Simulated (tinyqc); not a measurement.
Modulation-doped quantum well, Poisson-Schroedinger loop with local exchange and correlation: one step of the calculation.

A well of width L centred at z = 0 between barriers Vb; effective-mass electrons in two equivalent valleys, parabolic bands. The electrons come from donor sheets outside the mesh, a share fL of Ns on the left and the rest on the right, so the structure is neutral. Energies are counted from the band edge of the well, with U = 0 on the first node in the Hartree part.

Task. Density, output potential and mixing. n_i = sum_k N_k |psi_k|^2 (converted to cm^-3). Hartree part by Gauss: on the interval after node i the enclosed sheet charge is S_i = fL Ns - hz sum_(j<=i) n_j, and U_(i+1) = U_i + q S_i hz/(eps0 eps_r) in eV, U_1 = 0. Added to it: V_xc = -(2 Ry/(pi al rs)) [1 + 0.7734 (rs/21) ln(1 + 21/rs)] (Hedin-Lundqvist), al = (4/(9 pi))^(1/3), rs = (3/(4 pi n))^(1/3)/aB, aB = 4 pi eps0 eps_r hbar^2/(md m0 q^2), Ry = q/(8 pi eps0 eps_r aB) in eV. Mixing: U(new) = U + a (U(out) - U).

Inputs (values chosen for the exercise); material values close to those of strained Si in SiGe (two lower valleys):
```
symbol   value   unit                               meaning
md       0.194     m0                         in-plane mass
eps_r       12           relative permittivity (all layers)
Ns      1.5e12  cm^-2            sheet density of electrons
fL         0.5         share of the donors on the left side
a            1                                mixing factor
```

Constants: q = 1.602176634e-19 C, hbar = 1.054571817e-34 J s, m0 = 9.1093837015e-31 kg, eps0 = 8.8541878128e-14 F/cm where lengths are in cm. Results are converted to the units shown.

```
node   z (nm)  self-consistent potential U at the start (eV)  |psi|^2 of E1 (1/nm)  |psi|^2 of E2 (1/nm)
1     -6.0671                                              0            0.00000075            0.00000358
2     -5.1337                                              0            0.00002769            0.00011807
3     -4.2003                                              0            0.00096135            0.00366229
4     -3.2669                                              0            0.03409307            0.11594031
5     -2.3335                                              0            0.10224366            0.22687168
6     -1.4001                                              0            0.17571711            0.16414062
7     -0.4667                                              0            0.22263239            0.02493947
8      0.4667                                              0            0.22263239            0.02493947
9      1.4001                                              0            0.17571711            0.16414062
10     2.3335                                              0            0.10224366            0.22687168
11     3.2669                                              0            0.03409307            0.11594031
12     4.2003                                              0            0.00096135            0.00366229
13     5.1337                                              0            0.00002769            0.00011807
14     6.0671                                              0            0.00000075            0.00000358
```

N_k (cm^-2): E1 1.2742250e12, E2 2.2577495e11

Find: n; U(out); U after round 1.

Result.

```
node  n (1e18 cm^-3)  U(out) (eV)  U after round 1 (eV)
1              0.000     -0.00052              -0.00052
2              0.001      0.00900               0.00900
3              0.021      0.01673               0.01673
4              0.696      0.01920               0.01920
5              1.815      0.02463               0.02463
6              2.610      0.02991               0.02991
7              2.893      0.03312               0.03312
8              2.893      0.03312               0.03312
9              2.610      0.02991               0.02991
10             1.815      0.02463               0.02463
11             0.696      0.01920               0.01920
12             0.021      0.01673               0.01673
13             0.001      0.00900               0.00900
14             0.000     -0.00052              -0.00052
```

Numbers from tinyqc (`OMP_NUM_THREADS=1 python tinyqc.py 2140147 2140148 out.jsonl`; about 0.2 s on one thread of a shared Intel Xeon 2.30GHz).
